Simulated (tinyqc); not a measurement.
# Inputs raised by 2 %, one at a time

Model: single-domain magnet: Stoner-Wohlfarth switching, Neel-Arrhenius retention, LLG dynamics and spin torque. Computed by tinyqc, a small Python program. Command: `OMP_NUM_THREADS=1 python tinyqc.py 3001437 3001438 out.jsonl macro sens`. One thread of a shared host (Intel(R) Xeon(R) Processor @ 2.30GHz), about 0.02 s of CPU time with the checks.

The moment is uniform, with unit vector m; z is the easy axis. mu_0 = 1.25663706212e-6 T m/A, gamma = 1.76085963023e11 rad/(s T).

Inputs (values chosen for the exercise, for a model magnet):
```
quantity                               value     unit
saturation magnetisation M_s             788     kA/m
diameter d                                49       nm
thickness t                             0.93       nm
interface anisotropy K_i               0.439   mJ/m^2
bulk anisotropy K_u                        0   kJ/m^3
exchange stiffness A                      21     pJ/m
temperature T                            300        K
attempt frequency f0                       1      GHz
field angle psi from the easy axis        70  degrees
reversing field h = H/H_K               0.36        -
waiting time t_w                    3.15e+08        s
damping alpha                          0.047        -
spin-torque efficiency eta              0.52        -
drive I/I_c0                             1.4        -
```

Shape: thin disc, easy axis normal to it.

Constants: k_B = 1.380649e-23 J/K; e = 1.602176634e-19 C; hbar = 1.054571817e-34 J s.

Method:
- The disc is treated as an oblate spheroid with p = t/d: N_z = [1 - p arccos(p)/sqrt(1 - p^2)]/(1 - p^2); V = pi d^2 t/4; K_eff = K_u + K_i/t + K_shape, K_shape = -(mu_0 M_s^2/4)(3 N_z - 1); mu_0 H_K = 2 K_eff/M_s.
- Delta = K_eff V/(k_B T); tau = exp(Delta)/f0; probability of a flip within t_w: P = 1 - exp(-t_w/tau). Wall width parameter sqrt(A/K_eff); a two-domain state costs 4 sqrt(A K_eff) times the cross-section that the wall cuts (d t).
- Energy over K_eff V: e(theta) = sin^2(theta) + 2 h cos(theta - psi) for m at the angle theta from +z and a field that points at psi from -z (it pulls m away from +z towards negative theta); h_sw = (cos^(2/3) psi + sin^(2/3) psi)^(-3/2).
- The metastable minimum and the saddle are the two roots of e'(theta) = sin(2 theta) - 2 h sin(theta - psi) on either side of theta_c = -arctan(tan^(1/3) psi).
- For axial symmetry and a polariser along z: I_c0 = (4 e alpha/(hbar eta)) K_eff V; relaxation time tau_D = (1 + alpha^2)/(alpha gamma mu_0 H_K); thermal start angle theta_0 = 1/sqrt(2 Delta); switching time about tau_D ln(pi/(2 theta_0))/(I/I_c0 - 1); precession frequency gamma mu_0 H_K/(2 pi (1 + alpha^2)).
- The polar equation dm_z/dt = -(1 - m_z^2)(i - m_z)/tau_D, i = I/I_c0, integrates to t = tau_D [F(cos theta_0) - F(0)], F(z) = -ln(1 - z)/(2 (i - 1)) + ln(1 + z)/(2 (i + 1)) + ln(i - z)/(i^2 - 1), theta_0 = 1/sqrt(2 Delta).

Runs:
```
input moved                           from       to  anisotropy field mu_0 H_K (T)  stability factor Delta  time to m_z = 0 (ns)  barrier / (k_B T)
base run                                 -        -                        0.25108                  41.887                2.5355             9.6946
saturation magnetisation M_s (kA/m)    788   803.76                        0.20865                  35.504                2.9328             8.2174
thickness t (nm)                      0.93   0.9486                        0.22844                  38.871                2.7380             8.9966
temperature T (K)                      300      306                        0.25108                  41.065                2.5237             9.5045
damping alpha                        0.047  0.04794                        0.25108                  41.887                2.4860             9.6946
spin-torque efficiency eta            0.52   0.5304                        0.25108                  41.887                2.5355             9.6946
drive I/I_c0                           1.4    1.428                        0.25108                  41.887                2.4018             9.6946
reversing field h = H/H_K             0.36   0.3672                        0.25108                  41.887                2.5355             9.2121
```

Exponents ln(y'/y) / ln(x'/x):
```
input                         anisotropy field mu_0 H_K  stability factor Delta  time to m_z = 0  barrier / (k_B T)
saturation magnetisation M_s                     -9.348                  -8.348            7.352             -8.348
thickness t                                      -4.774                  -3.774            3.880             -3.774
temperature T                                     0.000                  -1.000           -0.235             -1.000
damping alpha                                     0.000                   0.000           -0.996              0.000
spin-torque efficiency eta                        0.000                   0.000            0.000              0.000
drive I/I_c0                                      0.000                   0.000           -2.735              0.000
reversing field h = H/H_K                         0.000                   0.000            0.000             -2.578
```

To which inputs is each result most sensitive?

Among the inputs moved here: anisotropy field mu_0 H_K answers most in size to saturation magnetisation M_s (exponent -9.348), next to thickness t (-4.774); its exponent is below 0.0005 for temperature T, damping alpha, spin-torque efficiency eta, drive I/I_c0, reversing field h = H/H_K. stability factor Delta answers most in size to saturation magnetisation M_s (exponent -8.348), next to thickness t (-3.774); its exponent is below 0.0005 for damping alpha, spin-torque efficiency eta, drive I/I_c0, reversing field h = H/H_K. Its exponent -1.000 in temperature T: Delta is a fixed barrier over k_B T. time to m_z = 0 answers most in size to saturation magnetisation M_s (exponent +7.352), next to thickness t (+3.880); its exponent is below 0.0005 for spin-torque efficiency eta, reversing field h = H/H_K. Its exponent -0.996 in damping alpha: at fixed I/I_c0 the time scale is tau_D. barrier / (k_B T) answers most in size to saturation magnetisation M_s (exponent -8.348), next to thickness t (-3.774); its exponent is below 0.0005 for damping alpha, spin-torque efficiency eta, drive I/I_c0.

Caution (all rows): a flat cylinder has a smaller N_z than the spheroid of the same t/d, so K_eff of a real disc is larger.
